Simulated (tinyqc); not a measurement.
Two-band massive Dirac model of the K valleys: one step. Curvature, orbital moment and circular dichroism. Two cases, with inputs chosen for the exercise.

Problem. Omega_c from the formula; orbital moment of both bands m = -tau (a t)^2 G/(c (G^2 + 4 a^2 t^2 k^2)) in Bohr magnetons (charge -e), c = hbar^2/2m0; interband strengths |P+/-|^2 proportional to (1 +/- tau cos(theta))^2 for P+/- = Px +/- i Py, and eta = (|P+|^2 - |P-|^2)/(|P+|^2 + |P-|^2) = 2 tau cos(theta)/(1 + cos^2(theta)).

Basis (conduction, valence): H = [[D/2, a t (tau kx - i ky)], [a t (tau kx + i ky), -D/2 + lam tau sz]], valley tau = +/-1, spin sz = +/-1. The gap of a spin and valley is G = D - lam tau sz. Berry curvature Omega = curl of i<u|grad u>; for the conduction band Omega_c = -tau 2 a^2 t^2 G/(G^2 + 4 a^2 t^2 k^2)^(3/2), and Omega_v = -Omega_c.

Constants: hbar^2/2m0 = 3.80998211 eV angstrom^2.

Case 1.

Values chosen (near those used for monolayer MoS2; the results hold for these values, not for the real material): a = 3.189 angstrom (lattice constant); D = 1.68 eV (gap parameter); t = 1.14 eV (effective hopping); lam = 0.064 eV (half the valence spin splitting); tau = 1 (valley); sz = 1 (spin); k = (0.061, 0.024) 1/angstrom (wave vector from the valley).

cos(theta) = G/(E+ - E-) = 0.959152

Case 2.

Values chosen (near those used for monolayer WS2; the results hold for these values, not for the real material): a = 3.206 angstrom (lattice constant); D = 1.85 eV (gap parameter); t = 1.43 eV (effective hopping); lam = 0.219 eV (half the valence spin splitting); tau = 1 (valley); sz = 1 (spin); k = (0.062, 0.107) 1/angstrom (wave vector from the valley).

cos(theta) = G/(E+ - E-) = 0.821072

Give: Omega_c; orbital moment; eta.

Solution.

Case 1.

Omega_c = -8.932 angstrom^2
orbital moment = -1.975 muB
eta = 0.9991

All three change sign with the valley. The selection rule, exact at k = 0, still holds to 99.9 % here.

Case 2.

Omega_c = -8.747 angstrom^2
orbital moment = -2.280 muB
eta = 0.9809

All three change sign with the valley. The selection rule, exact at k = 0, still holds to 98.1 % here.

Computed by tinyqc, one run a case: `OMP_NUM_THREADS=1 python tinyqc.py N N+1 out.jsonl` with N = 1482284, 1482385; one thread of a shared Intel(R) Xeon(R) Processor @ 2.30GHz, about 0.01 s a run at most.
